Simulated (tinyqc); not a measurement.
Classical Heisenberg spin chain: exact results, Metropolis, heat-bath and over-relaxation steps, and a Monte Carlo run: one step, computed by the program tinyqc. Command: `OMP_NUM_THREADS=1 python tinyqc.py 3130380 3130381 out.jsonl heismc walk`. One thread of a shared host (Intel(R) Xeon(R) Processor @ 2.30GHz), about 0.1 s of CPU time with the checks.

E = -J sum_i s_i . s_(i+1) for unit vectors s_i on an open chain; K = J/(k_B T).

Task: Finite chain. For N spins, <|sum s|^2>/N = (1 + u)/(1 - u) - 2 u (1 - u^N)/(N (1 - u)^2); the long chain has (1 + u)/(1 - u), chi over the Curie value, and the difference is relative to it.

Inputs (values chosen for the exercise, for a model chain of large moments): temperature T = 789 K; length N of the open chain = 8.

u = 0.1639750

chi over the Curie value = 1.392273

Give: <|sum s|^2>/N; difference from the long chain.

Result:

<|sum s|^2>/N = 1.3336

difference from the long chain = -4.2126 %
